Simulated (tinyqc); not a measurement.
Domain walls in a thin film with perpendicular anisotropy: Bloch, Neel and chiral walls, motion and stripe domains: one step, computed by the program tinyqc. Command: `OMP_NUM_THREADS=1 python tinyqc.py 3019413 3019414 out.jsonl mwall walk`. One thread of a shared host (Intel(R) Xeon(R) Processor @ 2.30GHz), about 0.01 s of CPU time with the checks.

One-dimensional wall: polar angle theta(x), azimuth phi of the moment in the wall (phi = 0 Neel, 90 degrees Bloch). mu_0 = 1.25663706212e-6 T m/A, gamma = 1.76085963023e11 rad/(s T).

Question. Stripe domains. Dipolar length l = sigma/(mu_0 M_s^2); for t much smaller than the period the domain width is w = 0.955 t exp(pi l/t) (Kaplan and Gehring), given as log10 of w in nm.

Inputs (values chosen for the exercise, for a model film): saturation magnetisation M_s = 756 kA/m; thickness t = 1.9 nm.

wall energy sigma = 6.794234 mJ/m^2

Give: dipolar length l; log10 of the domain width in nm.

Answer.

dipolar length l = 9.460 nm

log10 of the domain width in nm = 7.052

Domains would exceed a millimetre: any device is a single domain in equilibrium.
